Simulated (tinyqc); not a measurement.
How far the derived k.p bands hold: k.p values derived from sp3s* tight binding at Gamma.

sp3s* tight binding, nearest neighbours only: anion (a) at 0, cation (c) at a/4 (1,1,1), orbitals s, px, py, pz, s* on each; k in units of 2 pi/a. With phases e_j = exp(i (pi/2) k.n_j) for n = (1,1,1), (1,-1,-1), (-1,1,-1), (-1,-1,1): g0 = (e1+e2+e3+e4)/4, g1 = (e1+e2-e3-e4)/4, g2 = (e1-e2+e3-e4)/4, g3 = (e1-e2-e3+e4)/4. The diagonal holds the levels Esa, Epa, Exa (s*) and Esc, Epc, Exc. Anion-cation block: <sa|sc> = Vss g0; <sa|xc> = Vsapc g1; <xa|sc> = -Vscpa g1; <xa|xc> = Vxx g0; <xa|yc> = <ya|xc> = Vxy g3, <xa|zc> = <za|xc> = Vxy g2, <ya|zc> = <za|yc> = Vxy g1; <s*a|xc> = Vxapc g1; <xa|s*c> = -Vpaxc g1; y and z take g2 and g3 in place of g1; s-s* and s*-s* vanish.

Constants: hbar^2/2m0 = 3.80998211 eV angstrom^2.

Inputs chosen for the exercise (near a published set for AlAs, fitted to gaps, whose masses and valley positions are rough; the results hold for these values, not for the real material): a = 5.66 angstrom (lattice constant); Esa = -7.599 eV (s level of the anion); Epa = 0.979 eV (p level of the anion); Esc = -1.163 eV (s level of the cation); Epc = 3.622 eV (p level of the cation); Exa = 7.476 eV (s* level of the anion); Exc = 6.781 eV (s* level of the cation); Vss = -6.712 eV (s-s); Vxx = 1.887 eV (px-px); Vxy = 4.306 eV (px-py); Vsapc = 5.084 eV (s anion, p cation); Vscpa = 5.483 eV (s cation, p anion); Vxapc = 4.495 eV (s* anion, p cation); Vpaxc = 4.976 eV (p anion, s* cation).

Couplings:
```
pair       P (eV angstrom)  E(first) - E(second) (eV)
S+ to P-          -7.59354                    3.06577
S+ to P+           0.36818                   -1.54167
S- to P-           0.85560                  -11.82133
s*a to P-         -2.93671                    7.47922
s*c to P-          6.24560                    6.78422
```

mass = 0.30092 m0

L, M, N (eV angstrom^2): -24.1018  -6.5101  -26.6446

Along [100]: level 5 and level 2 of the full matrix against parabolas c k^2/m and L k^2, and against the two-level form that keeps S+ and the x state of P- exactly, [[EG + (c/m - P^2/EG) k^2, P k], [P k, (L + P^2/EG) k^2]]. Energies from Ev.

Levels (eV):
```
k (1/angstrom)  c: full  c: parabola  c: two-level  v: full  v: parabola  v: two-level
0.02             3.0708       3.0708        3.0708  -0.0096      -0.0096       -0.0096
0.04             3.0856       3.0860        3.0858  -0.0382      -0.0386       -0.0383
0.06             3.1094       3.1114        3.1100  -0.0849      -0.0868       -0.0854
0.09             3.1589       3.1683        3.1617  -0.1862      -0.1952       -0.1886
0.12             3.2201       3.2481        3.2285  -0.3204      -0.3471       -0.3275
0.20             3.3963       3.5722        3.4498  -0.7980      -0.9641       -0.8417
0.30             3.5073       4.2053        3.7426  -1.5408      -2.1692       -1.7065
```

Give the missing row, k (1/angstrom) = 0.16.

Computed row:
```
k (1/angstrom)  c: full  c: parabola  c: two-level  v: full  v: parabola  v: two-level
0.16             3.3097       3.3899        3.3339  -0.5409      -0.6170       -0.5610
```

The conduction parabola stays within 10 meV up to k = 0.09 and the two-level form up to 0.12; for the light valence band, 0.09 and 0.12 (1/angstrom, among these rows; a dash would mean not even the first). At 0.2 the errors are +176 and +53 meV for the conduction band. Keeping the strongest coupling exactly removes most of that error; the rest comes from higher bands and from the lattice.

Run: tinyqc, `OMP_NUM_THREADS=1 python tinyqc.py 1480130 1480131 out.jsonl`; Intel(R) Xeon(R) Processor @ 2.30GHz, one thread, shared host; about 0.01 s of CPU time with all checks.
